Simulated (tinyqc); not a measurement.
Length of a polyene: Hueckel, PPP and singles CI along the polyenes. Computed by the program tinyqc. 

All-trans chains of carbon centres 1.40 angstrom apart:
```
parameter,value
"beta (eV), times 1 +/- alternation",-2.340000
alternation,0.050000
W (eV),11.160000
gamma_rr (eV),11.320000
repulsion formula,MN
```

Hueckel uses the same beta without repulsion; CIS keeps all single excitations and so misses the low, doubly excited 2Ag state. W is the valence ionisation energy of a centre, MN the Mataga-Nishimoto formula, f the oscillator strength.

Gaps and excitations (eV):
```
centres,Hueckel gap,PPP orbital gap,bright singlet (CIS),f,lowest triplet (CIS)
2,4.914,10.303,7.879,0.676,1.949
4,3.170,7.970,5.553,1.061,1.154
6,2.376,6.795,4.474,1.495,0.803
8,1.926,6.091,3.839,1.904,0.613
10,1.638,5.624,3.419,2.286,0.497
```

The Hueckel gap tends to 4 x alternation x |beta| = 0.47 eV for long chains. Exchange opens the PPP orbital gap, and the attraction of electron and hole brings the bright state 2.21 eV below it at 10 centres; the triplet lies 2.92 eV lower still.
